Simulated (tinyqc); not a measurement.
Tight binding, kagome lattice, step by step. Computed by tinyqc, a small Python program that keeps every step. Settings: t1 = 1.74, t2 = 1.74, delta = -0.09, bands filled = 2. Command: `OMP_NUM_THREADS=1 python tinyqc.py 23955 23956 out.jsonl` (the two numbers bound the seeds that draw the settings). One thread of a shared host (Intel(R) Xeon(R) Processor @ 2.60GHz), about 0.01 s of CPU time with the checks.

## Bloch Hamiltonian at k

Parameters chosen for this model:
```
parameter      value                unit
t1          1.740000    eV, up triangles
t2          1.740000  eV, down triangles
delta      -0.090000        eV on site C
```

k point k (fractions of the reciprocal vectors): 0.020000  -0.150000

H_AB = -t1 - t2 exp(-i k.a1), H_AC = -t1 - t2 exp(-i k.a2), H_BC = -t1 - t2 exp(i k.(a1 - a2)), H_CC = delta.

H(k) at k (eV):
```
                     A                    B                    C
A             0.000000  -3.466280+0.218080i  -2.762746-1.407690i
B  -3.466280-0.218080i             0.000000  -2.578251-1.524774i
C  -2.762746+1.407690i  -2.578251+1.524774i            -0.090000
```

## Levels at k

Diagonalise the Hermitian matrix.

eigenvalues (eV): -6.412352  2.843034  3.479318

weights |c|^2 of the basis functions:
```
     band 1    band 2    band 3
A  0.344822  0.107590  0.547589
B  0.337809  0.216613  0.445579
C  0.317370  0.675798  0.006832
```

## Bloch Hamiltonian at K

k point K (fractions of the reciprocal vectors): 0.333333  0.666667

As before.

H(k) at K (eV):
```
                     A                    B                    C
A             0.000000  -0.870000+1.506884i  -0.870000-1.506884i
B  -0.870000-1.506884i             0.000000  -0.870000+1.506884i
C  -0.870000+1.506884i  -0.870000-1.506884i            -0.090000
```

## Levels at K

As before.

eigenvalues (eV): -1.800343  -1.740000  3.450343

weights |c|^2 of the basis functions:
```
     band 1    band 2    band 3
A  0.162869  0.500000  0.337131
B  0.162869  0.500000  0.337131
C  0.674263  0.000000  0.325737
```

## Bands along a path

The same steps at evenly spaced points between the labelled ones.

Bands along the path (eV):
```
k             band 1     band 2    band 3
G          -6.990173   3.420173  3.480000
G-K 0.25   -6.523253   2.967494  3.465759
G-K 0.50   -5.247232   1.694720  3.462511
G-K 0.75   -3.502867  -0.044992  3.457860
K          -1.800343  -1.740000  3.450343
K-M 0.25   -2.506309  -1.029227  3.445536
K-M 0.50   -3.059137  -0.471508  3.440645
K-M 0.75   -3.406729  -0.120058  3.436787
M          -3.525291          0  3.435291
M-K' 0.25  -3.406729  -0.120058  3.436787
M-K' 0.50  -3.059137  -0.471508  3.440645
M-K' 0.75  -2.506309  -1.029227  3.445536
K'         -1.800343  -1.740000  3.450343
```

With 2 band(s) filled, the highest filled level on these points lies at G and the lowest empty one at M: a gap of 0.0151 eV, indirect.
